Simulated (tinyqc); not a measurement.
Inside a calculation: thin-body film or fin with hard walls, valleys of the Ge type. Values are carried at full precision from step to step, so a last printed digit may differ when a step is redone from the rounded ones.

Four ellipsoidal valleys (eight halves) with their long axes along <111>, mass ml along the axis and mt across it. For a valley whose axis makes the angle theta with the surface normal, 1/m_z = cos^2(theta)/ml + sin^2(theta)/mt sets the confinement; in the plane the masses are m_1 = mt and m_2 = ml mt/m_z, and m_d = sqrt(m_1 m_2). The Gamma and Delta valleys are left out; the heavy Delta valleys, about 0.18 eV up, can lie lowest under strong confinement.

Constants: hbar^2/2m0 = 3.80998211 eV angstrom^2; kB = 8.617333262e-05 eV/K.

Parameters, chosen for this exercise (near those of Ge; not measured data):
- ml = 1.611 m0 (longitudinal mass)
- mt = 0.081 m0 (transverse mass)
- face = 100 (face of the film or side wall of the fin)
- t = 50 angstrom (body thickness)
- T = 300 K (temperature)
- g_all = 4 (number of valleys)
- Ns = 6.6 x 1e12/cm^2 (sheet density in the on state)
- alpha = 0.69 1/eV (non-parabolicity)

## Valley masses for the (100) face

Group the valleys by their angle to the normal, heaviest m_z first.

Valleys (masses in m0):

| valleys g | cos^2(theta) | m_z | m_1 | m_2 | m_d |
|---|---|---|---|---|---|
| 4 | 0.33333 | 0.11852 | 0.08100 | 1.10100 | 0.29863 |

## Subband edges

A film of thickness t between hard walls, flat band inside: E_n = c (n pi/t)^2/m_z above the bulk edge, c = hbar^2/2m0. Without degeneracy the sheet density is N2 exp((EF - Ec)/kB T) with N2 = sum_i g m_d/(2 pi c) kB T exp(-E_i/kB T) over n = 1 to 40 of each group; a classical film has t Nc with Nc = 2 g_all (m_dos kB T/(4 pi c))^(3/2), m_dos = (ml mt^2)^(1/3). The threshold shift is dVt = kB T ln(t Nc/N2).

The seven lowest levels of all groups together; primes mark the lighter m_z.

Subbands:

| label | valleys g | E (eV) |
|---|---|---|
| 1 | 4 | 0.1269 |
| 2 | 4 | 0.5076 |
| 3 | 4 | 1.1422 |
| 4 | 4 | 2.0305 |
| 5 | 4 | 3.1727 |
| 6 | 4 | 4.5687 |
| 7 | 4 | 6.2185 |

The second subband, 2, lies 380.7 meV above the first, 14.7 kB T at 300 K.

## Effective density of states and threshold shift

Sum the subbands; 1/angstrom^2 = 1e16/cm^2 and 1/angstrom^3 = 1e24/cm^3.

terms of N2 by group (1e12/cm^2): 0.09520

Nc = 1.032 x 1e19/cm^3
t Nc = 5.160 x 1e12/cm^2
dVt = 103.2 mV

Confinement leaves 1.8 % of the classical states. The Delta valleys of Ge, about 0.19 eV up with a heavy m_z, are left out; they reduce the shift where their own level comes within a few kB T of E1, first on (100).

## Filling at a given sheet density

n_i = g m_d/(2 pi c) kB T ln(1 + exp((EF - E_i)/kB T)) over the levels listed; solve sum n_i = Ns (1e12/cm^2 = 1e-4/angstrom^2); the band bending of the charge itself is left out. c = hbar^2/2m0.

EF = 0.1165 eV

n_i in the order of the list (1e12/cm^2): 6.600  0.000  0.000  0.000  0.000  0.000  0.000

The fullest subband is 1, with 100 %.

## Non-parabolic correction

Each level E0 of the list is replaced by the root of E (1 + alpha E) = E0.

Levels (eV):

| label | parabolic | corrected |
|---|---|---|
| 1 | 0.1269 | 0.1174 |
| 2 | 0.5076 | 0.3982 |
| 3 | 1.1422 | 0.7520 |
| 4 | 2.0305 | 1.1376 |
| 5 | 3.1727 | 1.5388 |
| 6 | 4.5687 | 1.9486 |
| 7 | 6.2185 | 2.3636 |

The lowest level drops by 9.5 meV. Levels above about 1 eV (4 here) lie outside the range of the valley model.

## Checks

- N2 of a 3000 angstrom film, summed over n to convergence, plus the half-term of the walls against t Nc, 1/angstrom^2: both 0.030959.

tinyqc: `OMP_NUM_THREADS=1 python tinyqc.py 1251737 1251738 out.jsonl`; about 0.01 s, one thread, shared Intel(R) Xeon(R) Processor @ 2.30GHz.
